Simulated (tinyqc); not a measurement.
Power iteration on a symmetric matrix, step by step. Computed by tinyqc, a small Python program that keeps every step. Settings: method = power, shift = 0.95. Command: `OMP_NUM_THREADS=1 python tinyqc.py 24890 24891 out.jsonl` (the two numbers bound the seeds that draw the settings). One thread of a shared host (Intel(R) Xeon(R) Processor @ 2.60GHz), about 0.01 s of CPU time with the checks.

A:
```
[[0.24900, -0.38500, -1.32400, -0.59900, 0.17400],
 [-0.38500, 0.81200, 0.22800, -0.73100, -0.09900],
 [-1.32400, 0.22800, 0.96200, 0.48600, -0.02900],
 [-0.59900, -0.73100, 0.48600, 3.54800, -0.86100],
 [0.17400, -0.09900, -0.02900, -0.86100, 4.08200]]
```

Stop when the residual |A v - lambda v| is below 1e-9.

Steps:
```
step     lambda  residual
1     1.2620492  2.06e+00
2     2.0143392  2.11e+00
3     2.9788212  1.97e+00
4     3.9376087  1.53e+00
5     4.5174225  9.49e-01
6     4.7479982  5.22e-01
7     4.8235013  2.78e-01
8     4.8470271  1.49e-01
9     4.8543800  8.12e-02
10    4.8567123  4.50e-02
11    4.8574624  2.52e-02
12    4.8577060  1.43e-02
13    4.8577857  8.14e-03
14    4.8578118  4.65e-03
15    4.8578204  2.67e-03
16    4.8578233  1.53e-03
17    4.8578242  8.78e-04
18    4.8578245  5.05e-04
19    4.8578246  2.90e-04
20    4.8578247  1.67e-04
21    4.8578247  9.59e-05
22    4.8578247  5.52e-05
23    4.8578247  3.17e-05
24    4.8578247  1.82e-05
25    4.8578247  1.05e-05
26    4.8578247  6.03e-06
27    4.8578247  3.47e-06
28    4.8578247  1.99e-06
29    4.8578247  1.15e-06
30    4.8578247  6.60e-07
```

Can the last value be used, and what does the course show?

Not by the stop rule, although the second column moves by less than 1e-07 over the last three steps. Not converged in 30 steps: the residual falls only by the ratio of the two largest distances of eigenvalues from the shift, 0.58 a step. all eigenvalues, for comparison: [-0.80388, 0.40227, 1.99940, 3.19739, 4.85782].
